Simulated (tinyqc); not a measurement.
Epitaxial growth on a vicinal surface: Burton-Cabrera-Frank step flow, step-edge barrier and island nucleation: one step, computed by the program tinyqc. Command: `OMP_NUM_THREADS=1 python tinyqc.py 3023135 3023136 out.jsonl stepflow walk`. One thread of a shared host (Intel(R) Xeon(R) Processor @ 2.30GHz), about 0.01 s of CPU time with the checks.

Adatoms land at rate F, hop on a square grid (a simplification for hexagonal faces), desorb, or join steps. Lengths are in units of a and n is the adatom coverage. Steps ascend at x = 0 and descend at x = l.

Question. Terrace solution. D n'' - n/tau + F = 0 with n(0) = n_eq and -l_s n'(l) = n(l) - n_eq. With u = n - F tau, A = n_eq - F tau, y = l/x_s, s = l_s/x_s: u = A cosh(x/x_s) + B sinh(x/x_s), B = A (1 - cosh y - s sinh y)/(sinh y + s cosh y). Flux into the ascending step J+ = D B/x_s, over the descending one J- = -(D/x_s)(A sinh y + B cosh y); step velocity J+ + J-; growth rate (J+ + J-)/l. For small y: J+ + J- = (F - n_eq/tau) l, J-/J+ = l/(l + 2 l_s). The coverage peaks where n' = 0, tanh(x/x_s) = -B/A.

Inputs (values chosen for the exercise, close to those used for 4H-SiC(0001)):
```
quantity,value,unit
deposition rate F,1.6,layers/s
temperature T,1430,C
critical nucleus size i,3,-
binding energy of the critical nucleus E_i,0.91,eV
```

D = 2.524612e+07 a^2/s

lifetime tau = 0.02179940 s

diffusion length x_s = 741.8560 a

equilibrium coverage n_eq = 5.120543e-05

terrace width l = 234.3909 a

Schwoebel length l_s = 2.409076 a

Give: J+; J-; growth rate; peak coverage; position of the peak.

Answer.

J+ = 187.55 atoms per step site and s

J- = 183.74 atoms per step site and s

growth rate = 1.5841 layers/s

peak coverage = 4.9002e-04

position of the peak = 118.39 a

Caution: twice the distance from the ascending step to the coverage peak exceeds the expected island spacing [0.25 (F/D)^(i/(i+2)) exp(E_i/((i+2) k_B T))]^(-1/2) by 40 % or more, so islands nucleate and the step-flow values are formal.
